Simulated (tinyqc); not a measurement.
Inside a calculation: Kane-Mele model of a buckled honeycomb layer in a normal field. Values are carried at full precision from step to step, so a last printed digit may differ when a step is redone from the rounded ones.

Sublattices A and B lie at +/-b, so the field gives them the energies +/-D, D = e b Ez (in eV for b in angstrom and Ez in V/angstrom); 2 lam is the gap at zero field. Near the valleys tau = +/-1, for spin sz = +/-1: H = hbar v (tau qx sx + qy sy) + m sz_AB with m = D - tau sz lam, hbar v = (sqrt3/2) a t. On the lattice the spin-orbit term is the second-neighbour hopping i (lam/3 sqrt3) nu sz, nu = +/-1 by the sense of the turn. The filled band of one cone contributes tau sign(m)/2 to the Chern number, in the sense Omega = curl of i<u|grad u>. Rashba terms are left out.

Constants: hbar^2/2m0 = 3.80998211 eV angstrom^2.

Inputs chosen for the exercise (of the size used for germanene; not measured data): a = 3.98 angstrom (lattice constant); t = 1.33 eV (hopping); lam = 0.055 eV (spin-orbit half gap); b = 0.33 angstrom (half the buckling height); Ez = 0.39 V/angstrom (normal field at the atoms, after screening; 0.01 is 1 MV/cm, and gates reach some 0.05); q = 0.012 1/angstrom (distance from K along x).

## The four Dirac masses

Form D, hbar v, and for each flavour m, the gap 2|m|, the band mass 2c|m|/(hbar v)^2 with c = hbar^2/2m0, and the share of the Chern number.

D = 128.700 meV
hbar v = 4.5842 eV angstrom

Flavours:

| tau | sz | m (meV) | gap (meV) | mass (m0) | share of C |
|---|---|---|---|---|---|
| 1 | 1 | 73.700 | 147.400 | 0.02672 | 0.5 |
| 1 | -1 | 183.700 | 367.400 | 0.06661 | 0.5 |
| -1 | 1 | 183.700 | 367.400 | 0.06661 | -0.5 |
| -1 | -1 | 73.700 | 147.400 | 0.02672 | -0.5 |

## Invariants

C(up) and C(down) are the sums over valleys; spin Chern number (C(up) - C(down))/2; valley number, the sum for tau = +1 less that for tau = -1; Z2 index |C(up)| mod 2; critical field lam/b.

C(up), C(down): 0  0

spin Chern number = 0
valley number = 2
Z2 = 0
critical field = 0.1667 V/angstrom

|D| > lam: all masses share the sign of D, a band insulator with valley Hall response.

## Levels and curvature at distance q

E = sqrt(m^2 + (hbar v q)^2); curvature of the filled band Omega = tau (hbar v)^2 m/(2 E^3).

At q:

| tau | sz | E (meV) | Omega (angstrom^2) |
|---|---|---|---|
| 1 | 1 | 91.967 | 995.6 |
| 1 | -1 | 191.760 | 273.7 |
| -1 | 1 | 191.760 | -273.7 |
| -1 | -1 | 91.967 | -995.6 |

In each valley the two spins differ by 99.793 meV, with opposite order in the other valley.

## Checks

- Curvature formula against a plaquette: both 995.6.

(tinyqc, `OMP_NUM_THREADS=1 python tinyqc.py 1480123 1480124 out.jsonl`, Intel(R) Xeon(R) Processor @ 2.30GHz, 1 thread, shared host, about 0.02 s.)
